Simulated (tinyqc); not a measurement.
Balance functions: hot carriers by balance equations with a heated Maxwellian. Computed by tinyqc, a small Python program. Command: `OMP_NUM_THREADS=1 python tinyqc.py 3009127 3009128 out.jsonl hot walk`. One thread of a shared host (Intel(R) Xeon(R) Processor @ 2.30GHz), about 0.01 s of CPU time with the checks.

The carriers follow a Maxwellian at an electron temperature T_e, slightly displaced; the drift energy is neglected against k_B T_e. The balance averages the rate, not the time, so mu_0 lies below the relaxation-time value.

Inputs (values chosen for the exercise, for a model non-polar semiconductor):

| quantity | value | unit |
|---|---|---|
| effective mass m | 0.737 | m_0 |
| density rho | 5660 | kg/m^3 |
| sound velocity v_l | 9020 | m/s |
| acoustic deformation potential D_A | 12 | eV |
| phonon energy hbar w | 56.2 | meV |
| optical or intervalley deformation potential D_o | 7.3 | 1e8 eV/cm |
| final valleys Z_f | 2 | - |
| lattice temperature T | 500 | K |

Band: parabolic. Solver: damped fixed point.

Constants: k_B = 8.617333262e-05 eV/K; k_B = 1.380649e-23 J/K; e = 1.602176634e-19 C; hbar = 1.054571817e-34 J s; m_0 = 9.1093837015e-31 kg; hbar = 6.582119569e-16 eV s.

Method:
- Parabolic band: E = hbar^2 k^2/(2 m), speed v = hbar k/m, states per spin, volume and energy g(E) = m k/(2 pi^2 hbar^2). Masses are multiplied by m_0 and all formulas are in SI units.
- Phonon occupation N_q = 1/(exp(hbar w/(k_B T)) - 1).
- Acoustic deformation potential (elastic, equipartition, absorption and emission together): 1/tau = 2 pi k_B T D_A^2 g(E)/(hbar rho v_l^2).
- Optical or intervalley deformation potential: 1/tau = (pi Z_f D_o^2/(rho w)) [N_q g(E + hbar w) + (N_q + 1) g(E - hbar w)], with g = 0 below the band edge.
- Averages over the Maxwellian, <y> = int y x^(1/2) exp(-x) dx / int x^(1/2) exp(-x) dx with x = E/(k_B T_e), split at x_0 = hbar w/(k_B T_e): 64 Gauss-Legendre points in sqrt(x) below it and 128 in sqrt(x - x_0) above it, up to x = 32. Momentum balance: mu(T_e) = e/(m nu), nu = <x (sum of rates)>/<x>. Power lost per carrier: P(T_e) = hbar w <emission rate - absorption rate> + <(2 m v_l^2/(k_B T)) (E - 2 k_B T) acoustic rate>.
- The field that sustains T_e follows from e mu F^2 = P.

Against the electron temperature:

| T_e (K) | mu (cm^2/(V s)) | P optical (1e9 eV/s) | P acoustic (1e9 eV/s) | F (kV/cm) | drift velocity (1e7 cm/s) |
|---|---|---|---|---|---|
| 550 | 95.222 | 21.99 | 1.4876e+00 | 15.70 | 0.14952 |
| 650 | 85.798 | 64.17 | 4.8517e+00 | 28.36 | 0.24335 |
| 800 | 75.720 | 122.44 | 1.0765e+01 | 41.94 | 0.31758 |
| 1000 | 66.532 | 191.45 | 2.0059e+01 | 56.38 | 0.37512 |
| 1500 | 53.125 | 332.00 | 4.9135e+01 | 84.70 | 0.44997 |
| 2500 | 40.491 | 536.99 | 1.2687e+02 | 128.04 | 0.51846 |
| 4000 | 31.748 | 758.83 | 2.8083e+02 | 180.96 | 0.57452 |
| 6000 | 25.811 | 983.80 | 5.4049e+02 | 243.01 | 0.62725 |

What follows from these numbers?

Optical phonons take 94 % of the power in the first row and 65 % in the last. The velocity grows as F^0.82 at first and as F^0.30 at the end, so it levels off; if optical phonons alone set both balances the limit at high T_e would be sqrt(3 hbar w tanh(hbar w/2 k_B T)/(4 m)) = 0.76 in the same unit. Rows above 1400 K (k_B T_e > 0.12 eV) stretch the parabolic band.
